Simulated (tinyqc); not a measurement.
Type-II superlattice in the two-band Kane model, step by step. Values are carried at full precision from step to step, so a last printed digit may differ when a step is redone from the rounded ones.

Motion along the axis, period d = a + b, c = hbar^2/2m0. Conduction and light-hole bands couple: (E - Ec)(E - Ev) = Ep c k^2 in each layer, with mass m(E) = (E - Ev)/Ep, which may be negative. The conduction envelope psi and psi'/m(E) are continuous; a layer carries them by [[cos kt, (m/k) sin kt], [-(k/m) sin kt, cos kt]] (cosh and sinh for k^2 < 0), and cos(q d) = tr(M_B M_A)/2. C1 is the first miniband above EvB, with its bottom at tr/2 = +1 and its top at -1; the gap is the bottom of C1 less the top heavy-hole level HH1.

Constants: hbar^2/2m0 = 3.80998211 eV angstrom^2; hc = 1239.841984 eV nm.

Parameters, chosen for this exercise (near those of an InAs/GaSb superlattice; shifted at random, so the results belong to these values and not to a real crystal):
- a = 45 angstrom (layer A)
- b = 40 angstrom (layer B)
- EcA = 0 eV (conduction edge of A)
- EvA = -0.421 eV (valence edge of A)
- EcB = 0.996 eV (conduction edge of B)
- EvB = 0.172 eV (valence edge of B)
- EpA = 14.6 eV (coupling energy in A)
- EpB = 18.2 eV (coupling energy in B)
- E = 0.234 eV (trial energy)
- mhA = 0.32 m0 (heavy hole in A)
- mhB = 0.27 m0 (heavy hole in B)

## Wave numbers and masses at one energy

Give k^2 and m(E) in both layers.

Layers:
```
layer  k^2 (1/angstrom^2)  m(E) (m0)
A               0.0027554    0.04486
B             -0.00068132    0.00341
```

In B the decay constant is 0.0261 1/angstrom; across the gap of B it peaks at mid-gap, at 0.0495, and vanishes at both edges.

## Transfer matrices

Form M_A, M_B and half the trace of their product.

M_A (angstrom units):
```
          1         2
1  -0.71129   0.60075
2  -0.82242  -0.71129
```

M_B (angstrom units):
```
        1        2
1  1.5964  0.16241
2  9.5348   1.5964
```

tr/2 = 1.6617

E lies in a gap of the coupled bands.

## Edges and effective gap

Heavy holes are uncoupled: with e = EvB - E, p = sqrt(mhB e/c), w = sqrt(mhA (EvB - EvA - e)/c), the top level HH1 at q = 0 solves (p/mhB) tan(p b/2) = (w/mhA) tanh(w a/2).

C1 is the first miniband above EvB: bottom at tr/2 = +1, top at -1. The gap is its bottom less HH1; cut-off wavelength hc/gap.

bottom of C1 = 0.2519 eV
top of C1 = 0.3037 eV
HH1 = 0.1179 eV
gap = 0.1341 eV
cut-off = 9.25 micrometre

The bulk edges overlap by 172 meV; confinement lifts the electrons by 252 meV and lowers the holes by 54 meV, which opens the gap. It is 0.32 of the smaller bulk gap.

## Electron mass along the axis

m_z = -2 c f'/d^2 with f = tr/2 differentiated at the bottom of C1 (central difference of 1e-6 eV); compare the bulk edge mass (EcA - EvA)/EpA.

f' = -37.83 1/eV
m_z = 0.0399 m0
bulk edge mass of A = 0.0288 m0

## Checks

- Bottom of C1 from the two-band matrix on a staggered grid of 0.5 angstrom against the transfer matrix, eV: both 0.252.

tinyqc: `OMP_NUM_THREADS=1 python tinyqc.py 1251517 1251518 out.jsonl`; about 0.06 s, one thread, shared Intel(R) Xeon(R) Processor @ 2.30GHz.
